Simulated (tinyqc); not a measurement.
What each parameter does: Shockley state of an s-p chain by decimation.

Each site has s at -d/2 and p at +d/2: H0 = diag(-d/2, d/2). The block to the next site on the right is H1 = [[-ts, u], [-u, tp]] (rows s, p of site n; columns s, p of site n + 1). Bulk: H(k) = [[-d/2 - 2 ts cos k, 2i u sin k], [-2i u sin k, d/2 + 2 tp cos k]]. The bands are inverted at k = pi if d < 2 (ts + tp).

Decimation (Sancho-Rubio) at z = E + i eta: start with es = e = H0, A = H1, B = H1^T. Each round forms g = (z - e)^-1 and sets es += A g B, e += A g B + B g A, A = A g A, B = B g B, doubling the length covered. Stop when all |A| < 1e-10. Surface G = (z - es)^-1, bulk G = (z - e)^-1; densities -Im tr G/pi.

Parameters, chosen for this exercise: d = 0.95 eV (Ep - Es); ts = 1.01 eV (s-s hopping); tp = 1.52 eV (p-p hopping); u = 0.47 eV (s-p hopping); E = -0.08 eV (energy); eta = 0.05 eV (broadening).

Gap edges from 201 k points between 0 and pi, and the surface density at E by decimation. Each row changes one parameter from the base and keeps the others.

Results:

| case | top of lower band (eV) | bottom of upper band (eV) | surface density (1/eV) |
|---|---|---|---|
| base | -1.0098 | 0.7876 | 4.4644 |
| d = 1.045 eV | -1.0168 | 0.7724 | 3.8766 |
| ts = 1.111 eV | -0.9941 | 0.8249 | 4.7415 |
| tp = 1.672 eV | -1.0242 | 0.7569 | 3.1026 |
| u = 0.517 eV | -1.1018 | 0.8719 | 4.6501 |
| eta = 0.1 eV | -1.0098 | 0.7876 | 2.4065 |

The largest shifts from the base row, up to three for each result and ties (the steps differ in size, so this ranks the rows, not the parameters). top of lower band (eV): u -0.0921, ts +0.0157, tp -0.0145; unchanged at the printed digits by eta. bottom of upper band (eV): u +0.0844, ts +0.0373, tp -0.0307; unchanged at the printed digits by eta. surface density (1/eV): eta -2.0579, tp -1.3618, d -0.5878. The base chain is inverted, so a surface state lies in the gap; E lies in the gap.

Computed by tinyqc, a small Python program: `OMP_NUM_THREADS=1 python tinyqc.py 1482347 1482348 out.jsonl` (the numbers bound the seed that draws the inputs); one thread of a shared host (Intel(R) Xeon(R) Processor @ 2.30GHz), about 0.3 s for the whole set of steps.
